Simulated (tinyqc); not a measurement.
Self-heating of a transistor with one or more fingers, with temperature-dependent conductivity: one step, computed by the program tinyqc.

N long parallel fingers lie on the top face of a slab whose bottom is held at T_0; the top is otherwise insulated, and heat flows in two dimensions. P in W/mm is 1000 P in W/m.

Task: Extra rise from ballistic phonons. Near a source smaller than the free path, Fourier's law overstates the flow. Rough estimate: a strip that emits phonons into a half space adds a resistance times area of 4 Lambda/(3 kappa_0), from the ballistic flux C v Delta T/4 with kappa_0 = C v Lambda/3, so Delta T_b = 4 Lambda P/(3 kappa_0 w); Knudsen number Lambda/w.

Inputs (values chosen for the exercise, modelled on gallium oxide):
```
quantity                                      value        unit
conductivity at the base temperature kappa_0   18.8     W/(m K)
power per gate width P                          0.1        W/mm
width of the heat source w                     0.26  micrometre
phonon free path Lambda                          24          nm
```

Power: power rises with temperature.

largest theta = 15.16763 K

Give: Knudsen number; ballistic rise Delta T_b; Delta T_b / largest theta.

Result:

Knudsen number = 0.09231

ballistic rise Delta T_b = 0.6547 K

Delta T_b / largest theta = 0.04316

By this estimate the ballistic term is at most a fifth of the Fourier rise.
